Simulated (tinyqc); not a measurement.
## Scale length and barrier from the threshold roll-off

Question. For L well above Lambda the threshold falls by 2 m sqrt(A (A + Vds)) exp(-pi L/(2 Lambda)), A being the height of the source potential over the barrier top; the two values follow this form. Find Lambda and A.

Inputs (values chosen for the exercise): long-channel body factor m = 1; drain voltage Vds = 0.5 V.

threshold lowering at L = 24 and 39 nm (mV): [54.990924, 8.0072727]

Solution. The ratio of the two values gives Lambda; the prefactor gives A (A + Vds), a quadratic with one positive root.

Lambda = 12.23 nm
A = 0.4000 V

Numbers from tinyqc (`OMP_NUM_THREADS=1 python tinyqc.py 2420127 2420128 out.jsonl`; about 0.01 s on one thread of a shared Intel Xeon 2.30GHz).
